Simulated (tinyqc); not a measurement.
Inside a calculation. Model: off-state leakage of single and stacked transistors.

Numbers from tinyqc (`OMP_NUM_THREADS=1 python tinyqc.py 2242210 2242211 out.jsonl`; about 0.03 s on one thread of a shared Intel Xeon 2.30GHz). Printed values are rounded.

n-channel devices of unit width. Subthreshold current I(Vg, Vs, Vd) = I0 (T/300 K)^0.5 exp[(Vg - Vs - VT(T) - gb (Vs - Vb) + dd (Vd - Vs))/(nf Vt)] (1 - exp(-(Vd - Vs)/Vt)), VT(T) = VT - cT (T - 300 K). Gate-edge tunnelling Ig (Vd/1 V) exp(ag (Vd - 1 V)), for a gate at 0 V, and band-to-band leakage Ab u exp(-Bb/u), u = Vd - Vb + 1 V, flow at a drain held at V; both are taken as independent of T. In a stack of off transistors (all gates at 0 V) the same subthreshold current passes through each.

Inputs (values chosen for the exercise); values of the order met in bulk silicon logic transistors: temperature T = 300 K; supply voltage V = 0.9 V; threshold at 300 K, zero drain and body bias VT = 0.39 V; fall of the threshold with temperature cT = 0.9 mV/K; current at threshold at 300 K I0 = 0.83 uA/um; slope factor nf = 1.53; drain-induced lowering per volt dd = 0.08; rise of the threshold per volt of source-body bias gb = 0.25; gate-edge tunnelling current at 1 V Ig = 0.0001 uA/um; exponential slope of the gate current ag = 5.7 1/V; prefactor of band-to-band leakage at the drain Ab = 60 uA/(um V); its exponential voltage Bb = 26 V; body voltage Vb = 0 V.

Constants: q = 1.602176634e-19 C, kB = 1.380649e-23 J/K, Vt = kB T/q. Results are converted to the units shown.

## Leakage of one transistor

Vg = Vs = 0, Vd = V; effective threshold VT(T) - gb Vb - dd V.

effective threshold = 0.318 V
parts (nA/um): subthreshold 0.2675883, gate edge 0.05089729, band-to-band 0.1299953
total = 0.4484809 nA/um
shares (%): subthreshold 59.66548, gate edge 11.34882, band-to-band 28.98570

The subthreshold part is the largest.

## Starting value

Vx = dd V/(1 + gb + 2 dd), the solution for Vx well above Vt, rounded to three decimals.

Vx at the start = 0.051 V

## Iteration 1: new Vx

Stack of two, Vx the node between them: I_low = I(0, 0, Vx), I_up = I(0, Vx, V), f = ln(I_up/I_low), f' = -(1 + gb + 2 dd)/(nf Vt) - 1/(Vt (exp(Vx/Vt) - 1)) - 1/(Vt (exp((V - Vx)/Vt) - 1)), Vx(new) = Vx - f/f'.

I_low = 0.04136936 nA/um
I_up = 0.04816148 nA/um
f = 0.1520191
f' = -41.89638 1/V
Vx after iteration 1 = 0.05462845 V

## Iteration 2: new Vx

As before.

I_low = 0.04255562 nA/um
I_up = 0.04262972 nA/um
f = 0.001739817
f' = -40.96564 1/V
Vx after iteration 2 = 0.05467092 V

## Iteration 3: new Vx

As before.

I_low = 0.04256888 nA/um
I_up = 0.04256889 nA/um
f = 2.108689e-7
f' = -40.95572 1/V
Vx after iteration 3 = 0.05467093 V

## Course of the iteration

Stop when the step is below 1e-11 V, or after 40 iterations.

Course of the iteration:
```
iteration  Vx before the step (V)  step (V)
1                           0.051   3.63e-3
2                      0.05462845   4.25e-5
3                      0.05467092   5.15e-9
4                      0.05467093   < 1e-15
```

Converged in 4 iterations. The subthreshold current of the stack is 0.04257 nA/um, 6.29 times less than that of one transistor (the drain leakage is unchanged); the estimate exp[dd V (1 + gb + dd)/((1 + gb + 2 dd) nf Vt)] gives 5.57.
